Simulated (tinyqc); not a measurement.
BCS gap equation with a constant attraction inside the Debye window: one step, computed by the program tinyqc.

Pairs attract with strength V for |xi| < k_B Theta; N(0) is the density of states for one spin. Energies are given as temperatures (E/k_B, in K) unless marked.

Task: Lengths and fields. xi_0 = hbar v_F/(pi Delta_0); lambda_L = sqrt(m_0 eps_0 c^2/(n e^2)); N(0) = 3 n/(2 m_0 v_F^2) for one spin; condensation energy N(0) Delta_0^2/2 = B_c^2/(2 mu_0), mu_0 = 1/(eps_0 c^2); with scattering lambda = lambda_L sqrt(1 + xi_0/l) in the local limit (where xi_0 and l both exceed lambda, nonlocal response makes the true depth larger); Ginzburg-Landau kappa = 0.96 lambda_L/xi_0 + 0.72 lambda_L/l. Free-electron mass throughout; heavier carriers, as in niobium or vanadium, give a larger lambda_L and kappa and can make the metal type II.

Inputs (values chosen for the exercise, for a model metal):
```
quantity                  value      unit
Debye temperature Theta     406         K
Fermi velocity v_F       560000       m/s
electron density n         16.8  1e28/m^3
mean free path l           1900        nm
```

Solver: bisection.

Delta_0 = 59.97608 K

Constants: hbar = 1.054571817e-34 J s; k_B = 1.380649e-23 J/K; m_0 = 9.1093837015e-31 kg; eps_0 = 8.8541878128e-12 F/m; c = 299792458 m/s; e = 1.602176634e-19 C.

Give: coherence length xi_0; London depth lambda_L; critical field B_c(0); depth with scattering; Ginzburg-Landau kappa.

Result:

coherence length xi_0 = 22.701 nm

London depth lambda_L = 12.965 nm

critical field B_c(0) = 871.83 mT

depth with scattering = 13.042 nm

Ginzburg-Landau kappa = 0.55318

Kappa lies below 1/sqrt(2): type I, and the sample is clean, l well above xi_0.
